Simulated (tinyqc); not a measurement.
Van der Pauw, Hall and four-point-probe measurements on a doped layer: correction factor against the shape of the sample.

A uniform n-type layer with sheet resistance Rs = 1/(q ns mu), point contacts, low field (mu B small).

Rs = 1/(q ns mu). For a rectangle with contacts at the corners, RA = (8 Rs/pi) sum_(k>=0) ln coth((2k + 1) pi a/(2 b)) with current along a short side b and voltage along the opposite one, RB the same with a and b exchanged. ar = a/b. F = Rs/[(pi/ln 2)(RA + RB)/2]; small-asymmetry estimate 1 - (ln 2/2) d^2 - ((ln 2)^2/4 - (ln 2)^3/12) d^4 with d = (RB - RA)/(RB + RA).

Parameters, values chosen for the exercise:
```
symbol  value        unit                     meaning
ns       1e13       cm^-2  sheet density of the layer
mu        140  cm^2/(V s)              drift mobility
```

Constants: q = 1.602176634e-19 C. Results are converted to the units shown.

Result of one run:
```
RA (ohm)	RB (ohm)	RB/RA	F	estimate of F
254.2	2566	10.09	0.6977	0.7254
```

Which side ratio a/b of a rectangular sample with corner contacts ar gave this result: 1, 1.29, 1.43, 1.57 or 1.71?

ar = 1.43.

The whole series:
```
ar	RA (ohm)	RB (ohm)	RB/RA	F	estimate of F
1	983.6	983.6	1.000	1.000	1.000
1.14	632.7	1451	2.293	0.9442	0.9444
1.29	394.7	2009	5.089	0.8185	0.8249
1.43	254.2	2566	10.09	0.6977	0.7254
1.57	163.7	3146	19.22	0.5944	0.6577
1.71	105.5	3741	35.48	0.5114	0.6167
1.86	65.83	4390	66.70	0.4415	0.5917
2	42.40	5003	118.0	0.3899	0.5787
```

RB/RA rises from 1.00 to 118 and F falls from 1.00 to 0.390. The estimate is 0.78 % above F at a/b = 1.29 and 48 % above it in the last row. RA shrinks about as exp(-pi a/b): by a factor of 1.55 between the last two rows, against 1.55.

Program tinyqc, `OMP_NUM_THREADS=1 python tinyqc.py 2850108 2850109 out.jsonl`; Intel Xeon 2.30GHz, shared host, one thread, about 0.04 s.
